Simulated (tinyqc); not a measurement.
Propagation of a band-gap error through k.p and effective-mass formulas: sweeps and comparisons. A value that a table varies takes the place of the one given here.

Chain, for a gap E (the reference Eg or another value), with Ep and Dso kept: 1/me = 1 + Ep (E + 2 Dso/3)/(E (E + Dso)); g* = 2 - 2 Ep Dso/(3 E (E + Dso)); g1(E) = g1 + (Ep/3)(1/E - 1/Eg), g2(E) = g2 + (Ep/6)(1/E - 1/Eg), light hole 1/(g1 + 2 g2), heavy hole 1/(g1 - 2 g2) along [100]; optical constant ei(E) = 1 + (ei - 1)(EP/(EP + E - Eg))^2, static e0(E) = ei(E) + e0 - ei.

Donor: R = Ry me/e0^2, a_B = a0 e0/me, Mott density (0.26/a_B)^3. Nc, Nv = 2 (m kT/(4 pi c))^(3/2), c = hbar^2/2m0, ni = sqrt(Nc Nv) exp(-E/2kT). Exciton: Ry mu/e0^2 with 1/mu = 1/me + g1(E). 1 angstrom^-3 = 1e24 cm^-3.

Constants: Ry = 13.60569312 eV; a0 (Bohr radius) = 0.5291772105 angstrom; kB = 8.617333262e-05 eV/K; hbar^2/2m0 = 3.80998211 eV angstrom^2.

Parameters, chosen for this exercise (reference values near those of InAs, gap at low temperature; the results hold for these values, not for the real material):

| symbol | value | unit | meaning |
|---|---|---|---|
| Eg | 0.409 | eV | gap at Gamma to the s-like level |
| Dso | 0.387 | eV | spin-orbit splitting |
| Ep | 21.6 | eV | Kane energy |
| g1 | 20.09 |  | Luttinger gamma1 |
| g2 | 8.53 |  | gamma2 |
| e0 | 14.97 |  | static dielectric constant |
| ei | 12.19 |  | optical dielectric constant |
| EP | 4.71 | eV | mean (Penn) gap |
| mh | 0.44 | m0 | density-of-states mass of the holes |
| T | 77 | K | temperature |
| Eg2 | 0.147 | eV | a wrong gap |

## The size of the error

E = f Eg; ratios against f = 1.

Results:

| f | E (eV) | me ratio | light-hole ratio | e0 ratio | donor ratio | Mott ratio | g* | log10 ni ratio |
|---|---|---|---|---|---|---|---|---|
| 0.25 | 0.102 | 0.289 | 0.260 | 1.108 | 0.236 | 0.0178 | -109.398 | 9.63 |
| 0.40 | 0.164 | 0.443 | 0.413 | 1.084 | 0.377 | 0.0683 | -59.866 | 7.77 |
| 0.60 | 0.245 | 0.637 | 0.613 | 1.055 | 0.572 | 0.220 | -33.909 | 5.21 |
| 0.80 | 0.327 | 0.821 | 0.808 | 1.027 | 0.779 | 0.512 | -21.847 | 2.61 |
| 1.00 | 0.409 | 1.000 | 1.000 | 1.000 | 1.000 | 1.00 | -15.117 | 0.00 |
| 1.20 | 0.491 | 1.174 | 1.188 | 0.975 | 1.236 | 1.75 | -10.935 | -2.62 |
| 1.50 | 0.614 | 1.429 | 1.462 | 0.939 | 1.620 | 3.52 | -7.079 | -6.58 |
| 2.00 | 0.818 | 1.841 | 1.901 | 0.885 | 2.349 | 8.99 | -3.654 | -13.19 |

Between f = 0.8 and 1.2 the mean powers d ln(ratio)/d ln f are 0.88 for me, 0.95 for the light hole, -0.13 for e0, 1.14 for the donor energy and 3.03 for the Mott density; ni moves by -3.20 decades per 0.1 eV, against -0.1 eV/(2 kT ln 10) = -3.27 from the exponential alone, the rest coming from Nc through me^(3/4). g* keeps its sign, from -109.40 to -3.65.

## What each input does

All at E = Eg2. Each row changes one parameter from the base and keeps the others.

Results:

| case | me (m0) | light hole (m0) | e0 | donor (meV) | exciton (meV) | log10 ni |
|---|---|---|---|---|---|---|
| base | 0.0089 | 0.0100 | 16.33 | 0.454 | 0.311 | 11.897 |
| Eg2 = 0.135 eV | 0.0082 | 0.0092 | 16.40 | 0.417 | 0.286 | 12.265 |
| Dso = 0.356 eV | 0.0088 | 0.0100 | 16.33 | 0.451 | 0.310 | 11.895 |
| Ep = 19.872 eV | 0.0097 | 0.0105 | 16.33 | 0.493 | 0.335 | 11.924 |
| g1 = 18.483 | 0.0089 | 0.0102 | 16.33 | 0.454 | 0.314 | 11.897 |
| EP = 4.333 eV | 0.0089 | 0.0100 | 16.46 | 0.447 | 0.307 | 11.897 |
| ei = 13.165 | 0.0089 | 0.0100 | 16.45 | 0.447 | 0.307 | 11.897 |
| mh = 0.405 m0 | 0.0089 | 0.0100 | 16.33 | 0.454 | 0.311 | 11.870 |
| T = 83.16 K | 0.0089 | 0.0100 | 16.33 | 0.454 | 0.311 | 12.304 |

The largest shifts from the base row, up to three for each result and ties (the steps differ in size, so this ranks the rows, not the parameters). me (m0): Ep +0.0008, Eg2 -0.0007, Dso -0.0001; unchanged at the printed digits by g1, EP, ei, mh and T. light hole (m0): Eg2 -0.0008, Ep +0.0005, g1 +0.0002; unchanged at the printed digits by Dso, EP, ei, mh and T. e0: EP +0.13, ei +0.12, Eg2 +0.07; unchanged at the printed digits by Dso, Ep, g1, mh and T. donor (meV): Ep +0.039, Eg2 -0.037, EP -0.007, ei -0.007; unchanged at the printed digits by g1, mh and T. exciton (meV): Eg2 -0.026, Ep +0.023, EP -0.005; unchanged at the printed digits by mh and T. log10 ni: T +0.406, Eg2 +0.368, mh -0.027, Ep +0.027; unchanged at the printed digits by g1, EP and ei.

(tinyqc, `OMP_NUM_THREADS=1 python tinyqc.py 1880290 1880291 out.jsonl`, Intel(R) Xeon(R) Processor @ 2.30GHz, 1 thread, shared host, about 0.01 s.)
